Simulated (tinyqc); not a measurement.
Worked calculation: correction of a charged-defect supercell by a model charge and potential alignment (plane-averaged potentials). Computed by tinyqc, a small Python program that keeps every step. Command: `OMP_NUM_THREADS=1 python tinyqc.py 3114063 3114064 out.jsonl align walk`. One thread of a shared host (Intel(R) Xeon(R) Processor @ 2.30GHz), about 0.01 s of CPU time with the checks. Intermediate numbers are printed to about 6 digits and carried at full precision; extremes and crossings named in words are read from the listed rows.

The "true" defect charge is (1 - x) q in a Gaussian of width sigma plus x q in one of width sigma_t, so the exact answer is known; the correction sees only a single model Gaussian of width sigma_m. A Gaussian of width s has the transform rho(G) = exp(-G^2 s^2/2), normalised to 1. A uniform background cancels q, so G = 0 is left out. Potentials are those felt by a unit positive charge. E_0 is the formation energy of the isolated defect, E_cell its value in the supercell, E_lat = E_iso - E_per of the model charge, C the true less the model potential far from the defect; the exact correction is E_0 - E_cell, and the error of a scheme is E_cell plus its correction less E_0.

Inputs (values chosen for the exercise, with screening close to that of Al2O3): defect charge q = 1 e; dielectric constant eps = 9.35; edge of the cubic cell L = 11 angstrom; width sigma of the true defect charge = 0.97 angstrom; width sigma_m of the model charge = 0.69 angstrom; share x of the charge in a wide tail = 0; width sigma_t of the tail = 1.8 angstrom; formation energy of the isolated defect E_0 = 2.04 eV.

Constants: e^2/(4 pi eps_0) = 14.39964548 eV angstrom.

## The supercell energy and its true error

Periodic energy E_per = (2 pi q^2/(eps L^3)) (e^2/(4 pi eps_0)) sum_(G != 0) rho(G)^2/G^2, G = (2 pi/L)(n1, n2, n3), |n_i| <= 16. Isolated energy: two Gaussians of charges q_a, q_b and widths a, b interact by q_a q_b (e^2/(4 pi eps_0 eps)) sqrt(2/pi)/sqrt(a^2 + b^2), and the self-energy is half the sum over pairs. Supercell value E_cell = E_0 + E_per - E_iso for the true charge.

E_iso, true charge = 0.447882 eV

E_per, true charge = 0.256103 eV

E_cell = 1.84822 eV

exact correction = 0.191779 eV

## Lattice energy of the model charge

E_lat = E_iso - E_per for the model charge; point-charge value alpha q^2 e^2/(4 pi eps_0 eps 2 L) with alpha = 2.837297.

E_iso, model = 0.629631 eV

E_per, model = 0.434473 eV

E_lat = 0.195158 eV

point-charge value = 0.198620 eV

## Plane-averaged potentials

Plane-averaged potential at distance z from the defect: V(z) = (4 pi q/(eps L^3)) (e^2/(4 pi eps_0 e)) sum_(m != 0) rho(G_m) cos(G_m z)/G_m^2, G_m = 2 pi m/L, |m| <= 40.

Potentials (V):
```
z/L   z (angstrom)        true      model  difference
0.00          0.00   0.0915610   0.106048  -0.0144871
0.05          0.55   0.0840690   0.094956  -0.0108874
0.10          1.10   0.0643338   0.068304  -0.0039698
0.15          1.65   0.0384647   0.037607   0.0008572
0.20          2.20   0.0120815   0.009305   0.0027769
0.25          2.75  -0.0115912  -0.014866   0.0032751
0.30          3.30  -0.0312926  -0.034658   0.0033658
0.35          3.85  -0.0466750  -0.050053   0.0033779
0.40          4.40  -0.0576699  -0.061049   0.0033791
0.45          4.95  -0.0642674  -0.067647   0.0033792
0.50          5.50  -0.0664667  -0.069846   0.0033792
```

The difference moves by 0.00 mV between z/L = 0.4 and 0.5: a plateau.

## Alignment and corrected energy

C = difference at z = L/2; E_corr = E_cell + E_lat - q C. For charges that have died out at L/2, C = (2 pi q/(eps L^3)) (e^2/(4 pi eps_0 e)) (<s^2> - sigma_m^2), <s^2> = (1 - x) sigma^2 + x sigma_t^2.

alignment C = 0.00337915 V

C, closed form = 0.00337916 V

E_corr = 2.04000 eV

error with alignment (rounded to 1e-4 meV) = 0 meV

error without alignment = 3.37916 meV

error with the point-charge term alone = 6.84043 meV

error without correction = -191.779 meV

Errors are measured against E_0. Alignment cuts the error of the model charge from 3.4 to below 0.001 meV.

## Errors against cell size

Schemes: none; point-charge term alpha q^2 e^2/(4 pi eps_0 eps 2 L), alpha = 2.837297; E_lat of the model; E_lat - q C with C at z = L/2.

Error against E_0 (meV):
```
L (angstrom)      none  point charge  model charge  model and alignment
7.70          -263.799       19.9430       9.85175           0.00517437
9.35          -222.532       11.1385       5.50239           0.00005949
11.00         -191.779        6.8404       3.37916           0.00000037
13.20         -161.558        3.9586       1.95553           0.00000000
```

Between the last two rows the uncorrected error scales as L^-0.94 and the point-charge remainder as L^-3.00. With alignment the error is 0.0 meV in the smallest cell and 0.00 meV in the largest.

Checks made by the program: E_lat against the point-charge value less 2 pi q^2 sigma_m^2 e^2/(4 pi eps_0 eps L^3) (relative difference 2e-07).
